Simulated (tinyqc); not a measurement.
Plane-wave Kohn-Sham cycle with exchange-only LDA in a layered model solid, step by step. One step of it, computed by the program tinyqc.

Problem. Iteration 2: levels at that k. Diagonalise the Hermitian matrix.

H (hartree):
```
           -2         -1         +0         +1         +2
-2   1.834366  -0.116487  -0.090604  -0.000123  -0.000007
-1  -0.116487   0.293846  -0.116487  -0.090604  -0.000123
+0  -0.090604  -0.116487  -0.219661  -0.116487  -0.090604
+1  -0.000123  -0.090604  -0.116487   0.293846  -0.116487
+2  -0.000007  -0.000123  -0.090604  -0.116487   1.834366
```

Give: eigenvalues.

Solution.

eigenvalues (hartree): -0.2882  0.2569  0.3752  1.8437  1.8492
